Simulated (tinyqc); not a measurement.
## Two channel transmissions from conductance and noise

Question. A contact has two spin-degenerate channels: G = (2 q^2/h)(T1 + T2), Fano factor F = [T1 (1 - T1) + T2 (1 - T2)]/(T1 + T2), T1 > T2. Find T1 and T2.

G in units of 2 q^2/h = 0.92
Fano factor = 0.35717391

Answer. With g = T1 + T2, T1^2 + T2^2 = g (1 - F), so (T1 - T2)^2 = 2 g (1 - F) - g^2.

T1 = 0.7500
T2 = 0.1700

tinyqc, about 0.07 s, one thread, Intel Xeon 2.30GHz (shared host): `OMP_NUM_THREADS=1 python tinyqc.py 2740103 2740104 out.jsonl`
